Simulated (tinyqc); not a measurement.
What each parameter does: two-band massive Dirac model of the K valleys.

Basis (conduction, valence): H = [[D/2, a t (tau kx - i ky)], [a t (tau kx + i ky), -D/2 + lam tau sz]], valley tau = +/-1, spin sz = +/-1. The gap of a spin and valley is G = D - lam tau sz. Berry curvature Omega = curl of i<u|grad u>; for the conduction band Omega_c = -tau 2 a^2 t^2 G/(G^2 + 4 a^2 t^2 k^2)^(3/2), and Omega_v = -Omega_c.

Constants: hbar^2/2m0 = 3.80998211 eV angstrom^2.

Values chosen for the exercise (near those used for monolayer MoS2; the results hold for these values, not for the real material):
- a = 3.196 angstrom (lattice constant)
- D = 1.69 eV (gap parameter)
- t = 1.13 eV (effective hopping)
- lam = 0.083 eV (half the valence spin splitting)

Flavour tau = sz = +1 at k = 0: gap G, mass c G/(a t)^2 with c = hbar^2/2m0, Omega_c, and the B - A splitting 2 lam.

One parameter was then changed.

Results before and after:

| case | G (eV) | mass (m0) | Omega_c (angstrom^2) | B - A (eV) |
|---|---|---|---|---|
| base | 1.6070 | 0.4694 | -10.101 | 0.1660 |
| changed | 1.6070 | 0.4512 | -10.509 | 0.1660 |

Which of these changes was made? (a) lam = 0.1245 eV; (b) D = 1.521 eV; (c) t = 1.017 eV; (d) a = 3.2599 angstrom.

Answer: (d) a = 3.2599 angstrom. Of the candidates, run in turn, only this one gives the changed row.

All candidates:

| case | G (eV) | mass (m0) | Omega_c (angstrom^2) | B - A (eV) |
|---|---|---|---|---|
| base | 1.6070 | 0.4694 | -10.101 | 0.1660 |
| a = 3.2599 angstrom | 1.6070 | 0.4512 | -10.509 | 0.1660 |
| D = 1.521 eV | 1.4380 | 0.4201 | -12.615 | 0.1660 |
| t = 1.017 eV | 1.6070 | 0.5795 | -8.182 | 0.1660 |
| lam = 0.1245 eV | 1.5655 | 0.4573 | -10.644 | 0.2490 |

The mass goes as G/(a t)^2 and the curvature as (a t)^2/G^2, so their product is -2c/G.

(tinyqc, `OMP_NUM_THREADS=1 python tinyqc.py 1452175 1452176 out.jsonl`, Intel(R) Xeon(R) Processor @ 2.30GHz, 1 thread, shared host, about 0.01 s.)
